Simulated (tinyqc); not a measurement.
Worked calculation: band-to-band tunnelling across a p-n junction in a two-band chain. Values are carried at full precision from step to step, so a last printed digit may differ when a step is redone from the rounded ones.

Sites alternate A at -Eg/2 and C at +Eg/2 with hopping -t; near the edges, with k counted from the zone boundary pi/a, E^2 = (Eg/2)^2 + (t a k)^2, so t = sqrt(c Eg/m)/a gives the mass m, c = hbar^2/2m0. In the gap cosh(q a) = 1 + (Eg^2/4 - e^2)/(2 t^2), e the energy from the local mid-gap. The potential is V0 = Eg + ov on the p side (left), 0 on the n side, and falls linearly over the 2N sites of the junction, V_j = V0 (1 - j/(2N + 1)), j = 1 to 2N, site 1 being A. E = Eg/2 + x ov. A half chain that ends on a site of level e1 with neighbour e2 has g = (1 + z)/(E - e1), z = exp(-/+ i k a) the root with Im g < 0, cos(k a) = (E - e1)(E - e2)/(2 t^2) - 1. S_L = t^2 g (ending on C, shifted by V0), S_R = t^2 g (starting on A). T = 4 Im(S_L) Im(S_R) |G_(1,2N)|^2.

Constants: hbar^2/2m0 = 3.80998211 eV angstrom^2.

Parameters, chosen for this exercise (gap and mass near those of InAs; not measured data):
- Eg = 0.348 eV (gap)
- m = 0.023 m0 (mass of electron and light hole)
- a = 6 angstrom (period (two sites))
- ov = 0.14 eV (overlap: top of the valence band on the p side above the conduction edge on the n side)
- N = 5 (periods in the small junction)
- x = 0.26 (energy above the n-side conduction edge, as a share of ov)

## Hopping, field and tunnelling length

Form t, V0, E, the field F = V0/((2N + 1) a/2) (1 V/angstrom = 100 MV/cm) and the length Eg/F over which E lies in the gap.

t = 1.2654 eV
V0 = 0.4880 eV
E = 0.2104 eV
F = 1.479 MV/cm
tunnelling length = 23.53 angstrom

So short a junction keeps the matrix small; its field is of the size of the 1 to 3 MV/cm of tunnel diodes.

## Self-energies of the two sides

Form cos(k a) and S for each side.

cos(k a): left -0.985391, right -0.995631

S_L, S_R (eV): [-0.05180-0.60387i, 0.01820-0.38897i]

## Recursive Green function

g_1 = 1/(E - e_1 - S_L); g_j = 1/(E - e_j - t^2 g_(j-1)), with S_R also subtracted at the last site; G_1j = G_1(j-1) (-t) g_j, G_11 = g_1; e_j is the site level plus V_j. The self-energies stand in the order S_L, S_R.

Sweep:
```
j   e_j (eV)       g_j (1/eV)      G_1j (1/eV)
1     0.2696  -0.0204-1.6557i  -0.0204-1.6557i
2     0.5733  -0.0463-0.3714i   0.7770-0.1065i
3     0.1809   0.2842-1.6319i  -0.0595+1.6428i
4     0.4845  -0.0991-0.3550i  -0.7455+0.1792i
5     0.0922   0.6924-1.4218i   0.3307-1.4984i
6     0.3958  -0.1887-0.3320i   0.7084-0.2189i
7     0.0035   0.9397-0.9812i  -0.5707+1.1398i
8     0.3071  -0.3182-0.3122i  -0.6800+0.2335i
9    -0.0853   0.8965-0.5565i   0.6070-0.7438i
10    0.2184  -0.3872-0.3391i   0.6165-0.1040i
```

T = 0.3673

## WKB for the same field

T = exp(-2 I/F), I = integral of q de across the gap. Continuum: q = sqrt(Eg^2/4 - e^2)/(t a), I = pi Eg^2/(8 t a). Lattice: q from the cosh formula, 12 Gauss-Legendre points in u with e = (Eg/2) sin(u), u from -pi/2 to pi/2. F in V/angstrom is the value in MV/cm over 100.

I (eV/angstrom): continuum 0.006264, lattice 0.006260

T by WKB: continuum 0.4286, lattice 0.4289

The chain gives 0.3673, 0.856 times the lattice WKB value; the exponent is only 0.85, and reflections at the two kinks of the potential count.

## Checks

- G_(1,2N) from the sweep against inversion of the whole matrix (size): both 0.62522.

(tinyqc, `OMP_NUM_THREADS=1 python tinyqc.py 1481243 1481244 out.jsonl`, Intel(R) Xeon(R) Processor @ 2.30GHz, 1 thread, shared host, about 0.01 s.)
